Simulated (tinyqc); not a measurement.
CIS on RHF in the sto-3g basis, for BeH2, spin multiplicity 1, step by step (part 2 of 2). Computed by tinyqc, a small Python program that keeps every step (integrals from PySCF). Command: `OMP_NUM_THREADS=1 python tinyqc.py 28554 28555 out.jsonl` (the two numbers bound the seeds that draw the settings). One thread of a shared host (Intel(R) Xeon(R) Processor @ 2.60GHz), about 0.06 s of CPU time with the checks.

Geometry (angstrom):
```
atom        x         y        z
Be    0.00000   0.00000  0.00000
H     0.00000   1.23100  0.01600
H     0.00000  -1.23100  0.01600
```

## CIS matrix, triplets

orbital energies (hartree): MO1 -4.51693, MO2 -0.47498, MO3 -0.44229, MO4 0.20865, MO5 0.20872, MO6 0.50864, MO7 1.08404

Two-electron integrals over orbitals (pq|rs), unique and non-zero (hartree):
```
(11|11) 2.27140     (21|11) -0.20733    (21|21) 0.02900     (22|11) 0.50471
(22|21) -0.00748    (22|22) 0.41012     (31|31) 0.00666     (32|31) 0.01604
(32|32) 0.16620     (33|11) 0.47647     (33|21) -0.00308    (33|22) 0.42360
(33|33) 0.44651     (41|11) 0.00440     (41|21) -0.00054    (41|22) 0.00048
(41|33) 0.00028     (41|41) 0.01577     (42|11) -0.00143    (42|21) 0.00021
(42|22) 0.00141     (42|33) 0.00122     (42|41) 0.01553     (42|42) 0.05073
(43|31) -4.29e-06   (43|32) 0.00115     (43|43) 0.01569     (44|11) 0.56914
(44|21) -0.00854    (44|22) 0.37681     (44|33) 0.36573     (44|41) -0.00061
(44|42) -0.00262    (44|44) 0.44992     (51|51) 0.01577     (52|51) 0.01554
(52|52) 0.05073     (53|53) 0.01568     (54|51) -0.00038    (54|52) -0.00098
(54|54) 0.02427     (55|11) 0.56917     (55|21) -0.00854    (55|22) 0.37685
(55|33) 0.36574     (55|41) 0.00014     (55|42) -0.00065    (55|44) 0.40135
(55|55) 0.44986     (61|11) -0.16923    (61|21) 0.02437     (61|22) -0.00719
(61|33) -0.00474    (61|41) -0.00016    (61|42) 0.00041     (61|44) -0.00406
(61|55) -0.00404    (61|61) 0.02084     (62|11) 0.09623     (62|21) -0.00692
(62|22) -0.03007    (62|33) -0.05239    (62|41) 0.00038     (62|42) -0.00018
(62|44) 0.04440     (62|55) 0.04445     (62|61) -0.00287    (62|62) 0.07560
(63|31) -0.00414    (63|32) -0.09684    (63|43) -0.00094    (63|63) 0.08310
(64|11) 0.00174     (64|21) 0.00005     (64|22) 0.00062     (64|33) -0.00012
(64|41) 0.01620     (64|42) 0.04760     (64|44) -0.00093    (64|55) 0.00050
(64|61) 0.00038     (64|62) 0.00208     (64|64) 0.05106     (65|51) 0.01622
(65|52) 0.04767     (65|54) -0.00072    (65|65) 0.05112     (66|11) 0.48005
(66|21) -0.00623    (66|22) 0.40627     (66|33) 0.41717     (66|41) 0.00094
(66|42) 0.00297     (66|44) 0.37307     (66|55) 0.37316     (66|61) -0.00548
(66|62) -0.03953    (66|64) 0.00197     (66|66) 0.41956     (71|31) 0.01208
(71|32) 0.02149     (71|43) -0.00009    (71|63) -0.00341    (71|71) 0.02257
(72|31) 0.00273     (72|32) -0.04716    (72|43) -0.00127    (72|63) 0.06109
(72|71) 0.00655     (72|72) 0.05651     (73|11) 0.13214     (73|21) -0.00572
(73|22) -0.01029    (73|33) -0.02500    (73|41) -0.00013    (73|42) -0.00190
(73|44) 0.05296     (73|55) 0.05294     (73|61) -0.00286    (73|62) 0.07064
(73|64) 0.00051     (73|66) -0.03102    (73|73) 0.08031     (74|31) -0.00038
(74|32) -0.00325    (74|43) 0.01390     (74|63) 0.00186     (74|71) -0.00060
(74|72) 0.00043     (74|74) 0.01629     (75|53) 0.01392     (75|75) 0.01622
(76|31) 0.01215     (76|32) 0.14387     (76|43) 0.00135     (76|63) -0.09792
(76|71) 0.01607     (76|72) -0.05993    (76|74) -0.00281    (76|76) 0.14273
(77|11) 0.59009     (77|21) -0.00978    (77|22) 0.44126     (77|33) 0.46079
(77|41) 0.00007     (77|42) 0.00020     (77|44) 0.39674     (77|55) 0.39671
(77|61) -0.00922    (77|62) -0.04660    (77|64) -0.00097    (77|66) 0.44719
(77|73) -0.02047    (77|77) 0.50483
```

A(ia,jb) = (e_a - e_i) d_ij d_ab - (ij|ab).

CIS matrix A, triplet (hartree):
```
          1>4      1>5       1>6       1>7       2>4      2>5       2>6       2>7
1>4   4.15643  0.00000  -0.00174   0.00000   0.00854  0.00000  -0.00005   0.00000
1>5   0.00000  4.15648   0.00000   0.00000   0.00000  0.00854   0.00000   0.00000
1>6  -0.00174  0.00000   4.54551   0.00000  -0.00005  0.00000   0.00623   0.00000
1>7   0.00000  0.00000   0.00000   5.01087   0.00000  0.00000   0.00000   0.00978
2>4   0.00854  0.00000  -0.00005   0.00000   0.30681  0.00000  -0.00062   0.00000
2>5   0.00000  0.00854   0.00000   0.00000   0.00000  0.30685   0.00000   0.00000
2>6  -0.00005  0.00000   0.00623   0.00000  -0.00062  0.00000   0.57735   0.00000
2>7   0.00000  0.00000   0.00000   0.00978   0.00000  0.00000   0.00000   1.11776
3>4   0.00000  0.00000   0.00000   0.00038   0.00000  0.00000   0.00000   0.00325
3>5   0.00000  0.00000   0.00000   0.00000   0.00000  0.00000   0.00000   0.00000
3>6   0.00000  0.00000   0.00000  -0.01215   0.00000  0.00000   0.00000  -0.14387
3>7   0.00038  0.00000  -0.01215   0.00000   0.00325  0.00000  -0.14387   0.00000

         3>4      3>5       3>6       3>7
1>4  0.00000  0.00000   0.00000   0.00038
1>5  0.00000  0.00000   0.00000   0.00000
1>6  0.00000  0.00000   0.00000  -0.01215
1>7  0.00038  0.00000  -0.01215   0.00000
2>4  0.00000  0.00000   0.00000   0.00325
2>5  0.00000  0.00000   0.00000   0.00000
2>6  0.00000  0.00000   0.00000  -0.14387
2>7  0.00325  0.00000  -0.14387   0.00000
3>4  0.28521  0.00000   0.00012   0.00000
3>5  0.00000  0.28527   0.00000   0.00000
3>6  0.00012  0.00000   0.53376   0.00000
3>7  0.00000  0.00000   0.00000   1.06554
```

## CIS triplet states

Diagonalise A (1 hartree = 27.211386 eV); each vector has its largest component positive (the first on a tie).

triplet excitation energies (eV): 7.76059  7.76252  8.34787  8.34919  13.61183  14.64250  30.06153  31.32697  113.10259  113.10399  123.69142  136.35428

lowest vectors:
```
      state 1  state 2   state 3   state 4  state 5   state 6
1>4   0.00000  0.00000  -0.00222   0.00000  0.00000  -0.00002
1>5   0.00000  0.00000   0.00000  -0.00222  0.00000   0.00000
1>6   0.00000  0.00000   0.00000   0.00000  0.00000  -0.00070
1>7  -0.00008  0.00000   0.00000   0.00000  0.00213   0.00000
2>4   0.00000  0.00000   0.99999   0.00000  0.00000   0.00110
2>5   0.00000  0.00000   0.00000   1.00000  0.00000   0.00000
2>6   0.00000  0.00000   0.00003   0.00000  0.00000   0.96476
2>7  -0.00442  0.00000   0.00000   0.00000  0.22684   0.00000
3>4   0.99999  0.00000   0.00000   0.00000  0.00395   0.00000
3>5   0.00000  1.00000   0.00000   0.00000  0.00000   0.00000
3>6  -0.00303  0.00000   0.00000   0.00000  0.97392   0.00000
3>7   0.00000  0.00000  -0.00427   0.00000  0.00000   0.26313
```

Within a degenerate level the vectors are fixed only up to a rotation; this is one choice.
